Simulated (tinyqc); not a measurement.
Conductivity against temperature: Debye-Callaway model of lattice thermal conductivity. Computed by tinyqc, a small Python program. Command: `OMP_NUM_THREADS=1 python tinyqc.py 3020046 3020047 out.jsonl callaway walk`. One thread of a shared host (Intel(R) Xeon(R) Processor @ 2.30GHz), about 0.01 s of CPU time with the checks.

Three acoustic branches with one velocity v, cut at omega_D = k_B Theta/hbar; x = hbar omega/(k_B T). v and Theta are separate inputs: Theta cuts off the heat-carrying modes, so C need not reach 3 k_B/V. gamma is an effective value that sets the umklapp rate. Heat flows along the film.

Inputs (values chosen for the exercise, for a model crystal):

| quantity | value | unit |
|---|---|---|
| sound velocity v | 3830 | m/s |
| Debye temperature Theta | 316 | K |
| volume per atom V | 32.6 | angstrom^3 |
| mean atomic mass M | 116 | u |
| effective Grueneisen parameter gamma | 0.941 | - |
| umklapp exponent divisor b | 3 | - |
| mass variance Gamma | 4.1e-05 | - |
| film thickness t | 4.6 | micrometre |
| specularity p | 0.8 | - |

Sample: film. Point defects: isotopes. Normal processes: left out.

Constants: k_B = 1.380649e-23 J/K; hbar = 1.054571817e-34 J s; u = 1.6605390666e-27 kg.

Method:
- Gamma is given directly by the isotope mixture. A = V Gamma/(4 pi v^3).
- Rates: point defects A omega^4; umklapp B omega^2 T exp(-Theta/(b T)) with B = hbar gamma^2/(M v^2 Theta). Film: the bulk time tau of each mode, from the resistive rates above, is multiplied by the Fuchs-Sondheimer factor F = (3/2) int_0^1 (1 - u^2) [1 - (1 - p) (u/d) (1 - E)/(1 - p E)] du, with E = exp(-d/u), d = t/(v tau), by 48 Gauss-Legendre points in z with u = z^4; the boundary rate is defined as 1/(F tau) - 1/tau.
- kappa_1 = c int tau_C g dx, g = x^4 e^x/(e^x - 1)^2, c = (k_B/(2 pi^2 v)) (k_B T/hbar)^3, over 0 < x < min(Theta/T, 40), by 96 Gauss-Legendre points in s with x = x_max s^2; tau_C = tau_R, the inverse of the summed rates, and kappa = kappa_1.

Rayleigh coefficient A = 1.89319e-45 s^3

Kappa (W/(m K)):

| T (K) | all processes | without point defects |
|---|---|---|
| 19 | 1178.2 | 2893.2 |
| 32 | 1967.5 | 4133.0 |
| 54 | 1876.8 | 2971.1 |
| 95 | 1158.9 | 1448.4 |
| 160 | 633.60 | 706.39 |
| 250 | 369.15 | 391.97 |
| 410 | 206.15 | 212.92 |

kappa peaks among these rows at 32 K (T/Theta = 0.101) with 1970 W/(m K). The exponent d ln kappa/d ln T is 0.98 at the cold end and -1.18 at the hot end, near the 1/T law of umklapp scattering, which rules there. Point defects cost most at 19 K, a factor 2.46.

Extremes, crossings and ranges named in words are read from the listed rows.
